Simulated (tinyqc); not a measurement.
Three regimes over temperature: precursor delivery and alloy composition in metal-organic vapour-phase epitaxy. Computed by tinyqc, a small Python program. Command: `OMP_NUM_THREADS=1 python tinyqc.py 3007067 3007068 out.jsonl movpe walk`. One thread of a shared host (Intel(R) Xeon(R) Processor @ 2.30GHz), about 0.01 s of CPU time with the checks.

Carrier gas leaves each bubbler saturated. Group-III species cross a boundary layer and react at the surface; element 2 can also desorb. The film is (1)_(1-x) (2)_x V with a zinc-blende cell.

Inputs (values chosen for the exercise, close to those used for AlGaAs from TMAl and TMGa):
```
quantity                                   value      unit
source 1: a in log10(p/torr) = a - b/T      8.22         -
source 1: b                                 2134         K
source 1: bath temperature                    23         C
source 1: carrier flow                       3.4      sccm
source 2: a                                 8.07         -
source 2: b                                 1703         K
source 2: bath temperature                    -3         C
source 2: carrier flow                       8.5      sccm
bubbler pressure p_b                         760      torr
group-V hydride flow                          69      sccm
total flow                                   6.5       slm
reactor pressure p                            75      torr
diffusivity D0 at 273.15 K and 760 torr     0.32    cm^2/s
boundary layer delta                         1.3        cm
prefactor of the surface rate k_s        9.2e+13      cm/s
energy of k_s                               1.96        eV
prefactor of the loss of element 2       6.8e+16  layers/s
energy of the loss                          3.62        eV
lattice constant a                         5.655  angstrom
```

Constants: k_B = 1.380649e-23 J/K; k_B = 8.617333262e-05 eV/K.

Method:
- Temperatures in kelvin are T(C) + 273.15.
- Vapour pressure p_v = 10^(a - b/T); precursor flow = carrier flow x p_v/(p_b - p_v); 1 sccm = 44.615 micromol/min; V/III = hydride flow over the sum of both; gas share x_g = F2/(F1 + F2).
- Partial pressure p_i = p F_i/(44615 x total flow in slm); density n_i = p_i/(k_B T), 1 torr = 133.322 Pa; D = D0 (T/273.15)^1.75 (760/p), h = D/delta, the same for both; k_s = prefactor x exp(-energy/(k_B T)); arrival J_i = n_i/(1/h + 1/k_s); in layers per second g_i = J_i a^2/2 (two group-III sites per a^2 on (001)).
- Loss of element 2 is r x with r = prefactor x exp(-energy/(k_B T)). Then x = (g2 - r x)/(g1 + g2 - r x), or r x^2 - (g1 + g2 + r) x + g2 = 0, smaller root; growth rate G = g1/(1 - x) layers/s; one layer is a/2 thick, 1 angstrom/s = 0.36 um/h.

molar flows (micromol/min): F1 2.09066, F2 31.5412

gas share x_g = 0.937837

Growth:
```
T (C)       k_s/h  r (layers/s)        x  G (um/h)
450    1.4698e-01    4.0179e-09  0.93784    0.3320
500    9.9956e-01    1.7200e-07  0.93784    1.3618
550    5.3486e+00    4.6652e-06  0.93784    2.4055
600    2.3475e+01    8.6706e-05  0.93784    2.8623
650    8.7302e+01    1.1742e-03  0.93781    3.0753
700    2.8230e+02    1.2166e-02  0.93761    3.2142
750    8.1035e+02    1.0030e-01  0.93602    3.2614
800    2.1001e+03    6.7935e-01  0.92387    2.8431
850    4.9818e+03    3.8807e+00  0.71403    0.7834
```

What follows from these numbers?

G peaks at 750 C among these rows. Between the first rows the apparent energy is 1.36 eV, against 1.96 eV for k_s, as control is already mixed; k_s passes h between 500 and 550 C, well above which G depends weakly on T until desorption sets in. Among these rows x stays within 2 % of x_g up to 800 C and then falls, to 0.71 in the last row, as element 2 desorbs. Caution: trimethylaluminium is largely a dimer in the vapour, which would double its metal flow; it is counted as a monomer here. Caution: in these rows, too, a is fixed and both precursors share one D and k_s.

Extremes, crossings and ranges named in words are read from the listed rows.
